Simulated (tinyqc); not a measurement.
Size of the test strain: deformation potentials from a strained empirical pseudopotential.

Diamond lattice, no spin-orbit coupling. Atomic form factor V(q) = a1 (q^2 - a2)/(a3 exp(a4 q^2) - 1) in rydberg with q in 1/bohr, for the unstrained cell. Under a strain e the reciprocal vectors and k go over into (1 + e)^(-1) G, the atoms sit at +/- tau with tau = (1 + e) a (1,1,1)/8 - zeta a (eyz, ezx, exy)/4, and H(G,G') = c |k + G|^2 delta + (V(q)/det(1 + e)) cos(q.tau), q = G - G', with the term q = 0 left out; c = hbar^2/2m0. The basis is fixed before straining: all G with |k + G|^2 up to 16 (2 pi/a)^2. k is given in units of 2 pi/a of the unstrained cell.

Constants: hbar^2/2m0 = 3.80998211 eV angstrom^2; Ry = 13.60569312 eV; a0 (Bohr radius) = 0.5291772105 angstrom.

Parameters, chosen for this exercise (out of a larger set: near those of Si; not measured data): a = 5.43 angstrom (lattice constant); A = (0.543, 2.174, 2.049, 0.488) (a1 (Ry bohr^2), a2 (1/bohr^2), a3, a4 (bohr^2)); kD = 0.82 2 pi/a (position of the Delta minimum).

e = diag(-h/2, -h/2, h). Xu = [E(Delta z) - E(Delta x)]/(1.5 h) at fixed kD, b = [E(Z) - E(X, Y)]/(4.5 h); one-sided from +h alone, central from +h and -h.

Results (eV):
```
h       Xu one-sided  Xu central  b one-sided  b central
0.0010         7.978       7.983       -3.306     -3.302
0.0050         7.958       7.984       -3.322     -3.302
0.0100         7.933       7.985       -3.342     -3.302
0.0200         7.886       7.989       -3.383     -3.303
0.0300         7.842       7.996       -3.424     -3.304
```

Give the missing row, h = 0.0025.

Computed row:
```
h       Xu one-sided  Xu central  b one-sided  b central
0.0025         7.971       7.983       -3.312     -3.302
```

From h = 0.001 to 0.03 the one-sided Xu drifts by -0.136 eV and the central one by +0.012 eV; for b the drifts are -0.119 and -0.002 eV. The central difference cancels the term of second order in the strain, so its error goes as h^2. At h = 0.02 the linear law errs by 1.2 % for the valley splitting and 2.5 % for the valence splitting.

(tinyqc, `OMP_NUM_THREADS=1 python tinyqc.py 1880701 1880702 out.jsonl`, Intel(R) Xeon(R) Processor @ 2.30GHz, 1 thread, shared host, about 0.2 s.)
